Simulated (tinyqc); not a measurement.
Ballistic transport through the one-dimensional subbands of a rectangular nanowire or nanosheet channel. Changing the equivalent oxide thickness t. Computed by tinyqc, a small Python program. Command: `OMP_NUM_THREADS=1 python tinyqc.py 3002975 3002976 out.jsonl wire sweep`. One thread of a shared host (Intel(R) Xeon(R) Processor @ 2.30GHz), about 0.03 s of CPU time with the checks.

Hard walls, parabolic subbands, transport along x. Energies are counted from the bulk conduction band edge at the top of the barrier, which the gate pulls down by U; the source Fermi level lies at the bulk edge when U = 0.

Inputs (values chosen for the exercise, modelled on GaN):
```
quantity,value,unit
mass m,0.2,m_0
height a,2.8,nm
width b,5.8,nm
gate voltage above flat band V_G,0.89,V
drain voltage V_D,0.37,V
temperature T,300,K
```

Valleys: single isotropic valley.

Constants: hbar^2/(2 m_0) = 3.80998212 eV angstrom^2; k_B = 8.617333262e-05 eV/K; m_0 = 9.1093837015e-31 kg; k_B = 1.380649e-23 J/K; hbar = 1.054571817e-34 J s; eps_0 = 8.8541878128e-12 F/m; e = 1.602176634e-19 C; h = 6.62607015e-34 J s.

Method:
- E_pq = (hbar^2 pi^2/2)(p^2/(m_y b^2) + q^2/(m_z a^2)); m_x = m_y = m_z = m, degeneracy g = 1; the 10 lowest subbands are kept.
- F_j(eta) = (1/Gamma(j + 1)) int_0^infinity x^j/(1 + exp(x - eta)) dx, F_0 = ln(1 + exp(eta)). Integrals over x = E/(k_B T) use 160 Gauss-Legendre points in u = sqrt(x) from 0 to sqrt(max(eta, 0) + 32).
- With degeneracy g = 1, eta_i = (U - E_i)/(k_B T) and u = e V_D/(k_B T): line density n = sum_i g sqrt(2 m_x k_B T/pi)/(2 hbar) [F_-1/2(eta_i) + F_-1/2(eta_i - u)]; gate: e n = C_ox (V_G - U/e), C_ox = 3.9 eps_0 2 (a + b)/t (flat-plate estimate); I = (2 e k_B T/h) sum_i g [F_0(eta_i) - F_0(eta_i - u)].

One run for each value:
```
equivalent oxide thickness t (nm),ballistic current I (microampere),line density n (1/nm),U (meV)
0.40,53.646,1.2049,759.99
0.57,49.731,1.0612,726.82
0.82,45.605,0.9124,688.17
1.20,39.990,0.7672,641.64
1.70,32.532,0.6541,590.02
2.40,24.547,0.5448,537.31
5.00,12.872,0.3264,449.78
```

Give the missing row, equivalent oxide thickness t (nm) = 3.50.

Computed row:
```
equivalent oxide thickness t (nm)  ballistic current I (microampere)  line density n (1/nm)  U (meV)
3.50                                                          17.603                 0.4246   489.07
```

Interpolating between the two neighbouring rows (the first column on a logarithmic scale, the others too where they are positive) misses most in line density n (1/nm), by 1.4 %. Over the rows, ballistic current I (microampere) falls from 53.6 to 12.9 (exponent d ln y / d ln x -0.21 between the first rows and -0.88 between the last); line density n (1/nm) falls from 1.20 to 0.326 (exponent d ln y / d ln x -0.36 between the first rows and -0.74 between the last); U (meV) falls from 760 to 450 (exponent d ln y / d ln x -0.13 between the first rows and -0.23 between the last). Thinning the oxide by a factor 12.5 raises n by 3.69 and the current by 4.17. The charge lags because part of V_G goes into U (quantum capacitance and subband energy).
